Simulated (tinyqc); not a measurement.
Current of a Schottky diode by thermionic-emission-diffusion theory, and its read-back from I-V-T and C-V data: one step, computed by the program tinyqc.

Full ionisation, no tunnelling, no recombination current. V is the voltage across the junction itself, forward positive.

Task: Current. N_c(T) = N_c (T/300 K)^(3/2); V_bi = phi_0 - (k_B T/e) ln(N_c(T)/N); surface field F = sqrt(2 e N (V_bi - V - k_B T/e)/(eps eps_0)); image lowering d_phi = sqrt(e F/(4 pi eps eps_0)); effective barrier phi = phi_0 - d_phi - sigma^2 (1 - rho V)/(2 k_B T). Collection velocity v_R = A* T^2/(e N_c(T)); diffusion velocity v_D = mu F; J = e N_c(T) v_R/(1 + v_R/v_D) exp(-phi/k_B T) [exp(e V/k_B T) - 1]. Terminal voltage V + J R_s.

Inputs (values chosen for the exercise, modelled on n-type Ga2O3):
```
quantity                                     value           unit
Richardson constant A*                        33.5   A/(cm^2 K^2)
effective density of states at 300 K, N_c  3.7e+18         1/cm^3
permittivity eps                              10.2              -
mobility mu                                    150     cm^2/(V s)
barrier without image force phi_0 (mean)      1.11             eV
doping N                                   1.3e+17         1/cm^3
series resistance R_s                          6.7  milliohm cm^2
junction voltage V                            0.43              V
temperature T                                  250              K
standard deviation sigma                       110            meV
relative change of sigma^2 with bias, rho     0.59            1/V
```

Barrier: Gaussian spread of heights.

Constants: k_B = 8.617333262e-05 eV/K; e = 1.602176634e-19 C; eps_0 = 8.8541878128e-12 F/m.

Give: v_R; v_D; current density J; terminal voltage.

Result:

v_R = 4.643e+06 cm/s

v_D = 2.479e+07 cm/s

current density J = 0.005457 A/cm^2

terminal voltage = 0.4300 V

v_D/v_R = 5.34: emission over the barrier limits the current.
